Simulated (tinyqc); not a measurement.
## Doping and voltage from widths and field

Problem. In the depletion approximation an abrupt p-n junction has a triangular field: peak E = q Nd xn/(eps0 eps_r) = q Na xp/(eps0 eps_r), W = xn + xp, and Vbi - V = E W/2. Find Nd, Na and Vbi - V.

Parameters, values chosen for the exercise:
```
symbol  value  unit                meaning
eps_r    11.5        relative permittivity
```

Constants: q = 1.602176634e-19 C, eps0 = 8.8541878128e-14 F/cm where lengths are in cm. Results are converted to the units shown.

W = 181.28822 nm
peak field = 406.12589 kV/cm
xn = 172.07017 nm

Answer. Gauss's law on each side gives its doping from the peak field and its width; the voltage is the area of the triangle.

Nd = 1.500e17 cm^-3
Na = 2.800e18 cm^-3
Vbi - V = 3.681 V

tinyqc, about 0.03 s, one thread, Intel Xeon 2.30GHz (shared host): `OMP_NUM_THREADS=1 python tinyqc.py 2000124 2000125 out.jsonl`
